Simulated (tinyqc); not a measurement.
From oxide thickness x back to time t: Deal-Grove kinetics of thermal oxidation of silicon. Computed by tinyqc, a small Python program. Command: `OMP_NUM_THREADS=1 python tinyqc.py 3027176 3027177 out.jsonl oxide inv`. One thread of a shared host (Intel(R) Xeon(R) Processor @ 2.30GHz), about 0.3 s of CPU time with the checks.

Oxidant diffuses through the oxide and reacts at the interface, so that dx/dt = B/(A + 2x) for the oxide thickness x.

Inputs (values chosen for the exercise, close to those used for silicon):
```
quantity,value,unit
prefactor B0,336,um^2/h
activation energy E_B,0.772,eV
prefactor (B/A)0,1.08e+08,um/h
activation energy E_A,2.07,eV
temperature T,925,C
oxidant pressure p,0.25,atm
pressure exponent m of B/A,1,-
initial oxide x_i,0.01,um
```

Ambient: steam. Surface: (100).

Constants: k_B = 8.617333262e-05 eV/K.

Method:
- B = B0 p exp(-E_B/(k_B T)), B/A = (B/A)0 p^m exp(-E_A/(k_B T)), p in atm; A = B/(B/A).
- Temperatures in kelvin are T(C) + 273.15.
- tau = (x_i^2 + A x_i)/B and x = (A/2) [sqrt(1 + 4 B (t + tau)/A^2) - 1], the root of x^2 + A x = B (t + tau).
- Silicon consumed is 0.44 times the oxide grown; the rate is B/(A + 2x).

Task: A run gave the result below. Find the time t, known to lie between 0.13 and 0.25 h.

oxide thickness x = 0.01857858 um

Result:

Each step takes the trial c = (a f_b - b f_a)/(f_b - f_a), f being the result less the target and a, b, c the logarithms of the listed values; c replaces end b, the old b replaces a if the sign of f changed, and otherwise f_a is halved.

Scan of the range:
```
time t (h),oxide thickness x (um)
0.130,0.0166916
0.145,0.0174575
0.162,0.0183240
0.180,0.0192398
0.201,0.0203059
0.224,0.0214708
0.250,0.0227841
```

False position (Illinois rule, in the logarithm of the input) inside the bracket:
```
step,end a,end b,trial,oxide thickness x (um)
1,0.162000,0.180000,0.166815,0.0185692
2,0.180000,0.166815,0.166993,0.0185782
3,0.180000,0.166993,0.167006,0.0185789
4,0.166993,0.167006,0.167000,0.0185786
```

Oxide thickness x rises at every point of a 13-point scan of the range (every second point is shown), so one value fits; it is bracketed by 0.162 and 0.180. Answer: time t = 0.1670 h.
